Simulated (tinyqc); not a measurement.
Undoped gate-all-around wire MOSFET, analytic charge model: one step of the calculation.

An undoped round wire of radius R under an insulator shell and a surrounding gate; long channel, electrons only, n = ni exp((psi - V)/Vt) with V the quasi-Fermi potential (0 at the source, Vd at the drain), constant mobility, no quantisation. The radial Poisson equation gives n(r) = n(0)/(1 - (1 - b) r^2/R^2)^2 with b = Q0/(Q + Q0). Q is the electron charge per area of the wire surface.

Task. Drain current and line charge. Q solves Vg - V0 - V = Q/Cox + Vt ln(Q/Q0) + Vt ln(1 + Q/Q0). I = mu (2 pi R/L)[2 Vt (Qs - Qd) + (Qs^2 - Qd^2)/(2 Cox) + Vt Q0 ln((Qd + Q0)/(Qs + Q0))], with Qs at V = 0 and Qd at V = Vd. Electrons per length at the source: 2 pi R Qs/q; surface over centre density: (1 + Qs/Q0)^2.

Parameters, values chosen for the exercise; material values close to those of silicon:
```
symbol,value,unit,meaning
T,273,K,temperature
R,20,nm,wire radius
mu,120,cm^2/(V s),channel mobility
L,1,um,gate length
Vd,0.05,V,drain voltage
```

Constants: q = 1.602176634e-19 C, kB = 1.380649e-23 J/K, Vt = kB T/q. Results are converted to the units shown.

Qs = 1.6973464 nC/cm^2
Qd = 0.21536380 nC/cm^2
Cox = 1.9968865 uF/cm^2
Q0 = 49.574829 nC/cm^2

Give: first term; second term; third term; I; electrons per length; surface over centre density.

Result.

first term = 0.0010515 uA
second term = 1.0703e-5 uA
third term = -5.1583e-4 uA
I = 5.4635e-4 uA
electrons per length = 0.013313 1/nm
surface over centre density = 1.0696

The square-law term makes up 1.96 % of the current.

Computed by the program tinyqc: `OMP_NUM_THREADS=1 python tinyqc.py 2460066 2460067 out.jsonl`, one thread of a shared Intel Xeon 2.30GHz, about 0.02 s for the whole run.
